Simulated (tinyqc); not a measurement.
# Worked calculation: p-n diode with diffusion and depletion-layer recombination

Program tinyqc, `OMP_NUM_THREADS=1 python tinyqc.py 2260116 2260117 out.jsonl`; Intel Xeon 2.30GHz, shared host, one thread, about 0.01 s. Printed values are rounded.

Abrupt junction in the depletion approximation, low injection, full ionisation, neutral widths fixed, ohmic contact on the p side. Vj is the junction voltage; where a series resistance Rs is given, V = Vj + J Rs is the terminal voltage.

Values chosen for this exercise; band and dielectric values close to those of silicon:
```
symbol    value        unit                                               meaning
T           325           K                                           temperature
Eg         1.13          eV                                              band gap
eps_r      11.9                                             relative permittivity
Nc      3.17e19       cm^-3                conduction-band density of states at T
Nv      3.03e19       cm^-3                   valence-band density of states at T
Na       1.6e18       cm^-3                                      acceptor density
Nd       9.7e15       cm^-3                                         donor density
mun         280  cm^2/(V s)                       electron mobility in the p side
mup         360  cm^2/(V s)                           hole mobility in the n side
tn         1e-7           s                                     electron lifetime
tp         1e-6           s                                         hole lifetime
wp          1.1          um                           neutral width of the p side
wn           16          um                           neutral width of the n side
Sp          1e7        cm/s               recombination velocity at the n contact
Rs       0.0033    ohm cm^2                                     series resistance
Et            0          eV                  trap level above the intrinsic level
Vj         0.57           V  junction voltage at which recombination is evaluated
V          0.78           V                                      terminal voltage
```

Constants: q = 1.602176634e-19 C, kB = 1.380649e-23 J/K, Vt = kB T/q, eps0 = 8.8541878128e-14 F/cm where lengths are in cm. Results are converted to the units shown.

Range of the model: At the terminal voltage used the injected minority density exceeds a tenth of the lighter doping, so the low-injection formulas overstate the current.

## Diffusion lengths and saturation currents

ni = sqrt(Nc Nv) exp(-Eg/(2 Vt)), Eg in volts; D = mu Vt; Ln = sqrt(Dn tn), Lp = sqrt(Dp tp); J0n = q ni^2 Dn coth(wp/Ln)/(Ln Na); J0p = (q ni^2 Dp/(Lp Nd)) (s + tanh(wn/Lp))/(1 + s tanh(wn/Lp)), s = Sp Lp/Dp.

ni = 5.36773e10 cm^-3
Ln = 8.85538 um
Lp = 31.7526 um
J0n = 2.06737e-11 A/cm^2
J0p = 3.24676e-10 A/cm^2

wp/Ln = 0.12 and wn/Lp = 0.50; holes carry 94.0 % of the diffusion current.

## Recombination in the depleted layer

ni = sqrt(Nc Nv) exp(-Eg/(2 Vt)), Eg in volts. Vbi = Vt ln(Na Nd/ni^2), W = sqrt(2 eps0 eps_r (Vbi - Vj)(1/Na + 1/Nd)/q), xp = W Nd/(Na + Nd), xn = W Na/(Na + Nd); u(x) = q Na (x + xp)^2/(2 eps0 eps_r) for x < 0 and Vbi - Vj - q Nd (xn - x)^2/(2 eps0 eps_r) for x > 0; p = Na exp(-u/Vt), n = Nd exp((u - Vbi + Vj)/Vt); U = ni^2 (exp(Vj/Vt) - 1)/(tp (n + ni exp(Et/Vt)) + tn (p + ni exp(-Et/Vt))); J_scr = q times the integral of U from -xp to xn. Trapezoid rule on 14 equal steps.

W = 185.044 nm

```
point   x (nm)     u (V)   n (cm^-3)   p (cm^-3)  U (cm^-3 s^-1)
0       -1.115  0.000000  1.24296e12      1.6e18      1.24295e19
1       12.102  0.033265  4.07658e12  4.87843e17      4.07624e19
2       25.320  0.065475  1.28758e13  1.54455e17      1.28650e20
3       38.537  0.095108  3.70933e13  5.36144e16      3.68380e20
4       51.755  0.122164  9.74669e13  2.04042e16      9.30208e20
5       64.972  0.146644  2.33594e14  8.51364e15      1.83290e21
6       78.189  0.168546  5.10630e14  3.89466e15      2.20932e21
7       91.407  0.187872  1.01811e15  1.95336e15      1.63884e21
8      104.624  0.204621  1.85149e15  1.07412e15      1.01520e21
9      117.842  0.218794  3.07109e15  6.47565e14      6.34180e20
10     131.059  0.230389  4.64628e15  4.28027e14      4.24114e20
11     144.276  0.239408  6.41150e15  3.10182e14      3.08686e20
12     157.494  0.245850  8.06966e15  2.46446e14      2.45694e20
13     170.711  0.249715  9.26387e15  2.14676e14      2.14178e20
14     183.929  0.251004      9.7e15  2.05024e14      2.04590e20
```

J_scr = 0.00213876 A/cm^2

With 2000 steps J_scr = 0.002139 A/cm^2; the coarse value is within 0.01 % of it. U is largest at x = 78.2 nm among these points; the peak lies where tp n = tn p. On the fine grid U peaks at 2.230e21 cm^-3 s^-1, and J_scr/(q U_max) is 32.4 % of W, the effective width of the recombining zone.

## Starting value

Vj = V.

Vj at the start = 0.78 V

## Iteration 1: new Vj

J0 = J0n + J0p = 3.45350e-10 A/cm^2

Diffusion current alone: J = J0 (exp(Vj/Vt) - 1), g = Vj + J Rs - V, g' = 1 + Rs J0 exp(Vj/Vt)/Vt, Vj(new) = Vj - g/g'.

J = 430.256 A/cm^2
g = 1.41984 V
g' = 51.6972
Vj after iteration 1 = 0.752535 V

## Iteration 2: new Vj

As before.

J = 161.374 A/cm^2
g = 0.505069 V
g' = 20.0147
Vj after iteration 2 = 0.727301 V

## Course of the iteration

Stop when the step is below 1e-10 V, or after 80 iterations.

Course of the iteration:
```
iteration  Vj before the step (V)  step (V)
1                            0.78   -0.0275
2                        0.752535   -0.0252
3                        0.727301   -0.0188
4                        0.708547  -7.93e-3
5                        0.700620  -1.02e-3
6                        0.699603  -1.40e-5
7                        0.699589  -2.60e-9
8                        0.699589         0
```

Converged in 8 iterations.
